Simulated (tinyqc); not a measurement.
Which single mass stands for the valley: donor in an ellipsoidal valley (Kohn-Luttinger variational method). Computed by tinyqc, a small Python program. Command: `OMP_NUM_THREADS=1 python tinyqc.py 3030546 3030547 out.jsonl kohnlutt walk`. One thread of a shared host (Intel(R) Xeon(R) Processor @ 2.30GHz), about 0.03 s of CPU time with the checks.

H = -(d^2/dx^2 + d^2/dy^2) - gamma d^2/dz^2 - 2/r in units built on m_t, with gamma = m_t/m_l and z along the valley axis. One valley; no valley-orbit or central-cell term.

Inputs (values chosen for the exercise, for a model semiconductor): transverse mass m_t = 0.193 m_0; longitudinal mass m_l = 2.08 m_0; dielectric constant eps = 5.58.

Constants: Ry = 13.605693123 eV; a_0 = 0.529177210903 angstrom.

Method:
- Ry* = Ry m_t/eps^2, a* = a_0 eps/m_t, gamma = m_t/m_l.
- Trial function exp(-sqrt((x^2 + y^2)/a^2 + z^2/b^2)) with beta = b/a < 1: E = t/a^2 - u/a, t = (2 + gamma/beta^2)/3, u = 2 arcsin(sqrt(1 - beta^2))/sqrt(1 - beta^2); the best a is 2 t/u and E(beta) = -u^2/(4 t).
- Golden-section search on beta from 0.05 to 0.999, 60 steps.
- Gaussian basis: g = P exp(-al (x^2 + y^2) - be z^2) with P = 1 (s-like), z (2p0) or x (2p+-); al = 0.004 x 2.6^k, k = 0..11, and be/al = 1, gamma^(-1/2) or 1/gamma (36 functions); 1/r = (2/sqrt(pi)) int exp(-t^2 r^2) dt by 48 Gauss-Legendre points after t = sqrt(al_i + al_j) tan(theta); overlap eigenvalues below 1e-10 are dropped.
- A hydrogenic level is Ry m/eps^2 for one mass m; errors are against the Gaussian basis.

gamma = 0.0927885

1s binding energy, Gaussian basis = 157.927 meV

1s binding energy, trial function = 157.396 meV

1s binding energy:
```
rule,mass (m_0),binding (meV),error (%)
transverse mass,0.1930,84.34,-46.60
conductivity mass 3/(2/m_t + 1/m_l),0.2767,120.89,-23.45
density-of-states mass (m_t^2 m_l)^(1/3),0.4263,186.29,17.96
longitudinal mass,2.0800,908.90,475.52
trial function with a and b,-,157.40,-0.34
mass that fits 1s,0.3614,157.93,0.00
```

What does the comparison show, and why?

The conductivity mass, which is what a spherical trial function (a = b) gives, falls short by 23.4 %, as a restricted variational bound must; the density-of-states mass is off by +18.0 %. The mass that fits lies between the two. Caution: the short radius is only a few bond lengths, so the envelope approximation is rough.

Extremes, crossings and ranges named in words are read from the listed rows.
